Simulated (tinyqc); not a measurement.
The integration grid: Kohn-Sham R2SCAN on finer and finer grids in the sto-3g basis, for BeH2, spin multiplicity 1. Computed by the program tinyqc with PySCF. Self-consistent on each grid; the net force on the molecule should vanish.

Geometry (angstrom):
```
atom       x        y       z
Be    0.0000   0.0000  0.0000
H     0.0000   1.2300  0.0970
H     0.0000  -1.3250  0.1050
```

Kohn-Sham energy on Becke grids (radial x angular points per atom):
```
grid       points  residual of the electron count  E (hartree)  E - finest (mhartree)  largest net force without grid terms (hartree/bohr)
10 x 14       415                        1.68e-03    -15.69494              -17.89038                                             2.96e-02
15 x 26      1161                        1.26e-02    -15.67128                5.76901                                             1.40e-02
20 x 50      2986                       -9.65e-04    -15.67760               -0.54901                                             3.73e-03
30 x 86      7719                       -4.29e-04    -15.67689                0.15716                                             1.55e-03
50 x 194    29049                        1.48e-06    -15.67704                0.01101                                             3.68e-04
75 x 302    67841                       -6.77e-08    -15.67705               -0.00244                                             1.16e-04
120 x 590  212062                       -1.26e-10    -15.67705                0.00000                                             2.06e-05
```

What does the comparison show, and why?

The energy is within 0.1 mhartree of the finest grid first at 50 x 194. The error has both signs, since quadrature is not variational. The electron count and the net force are cheap signs of a poor grid.
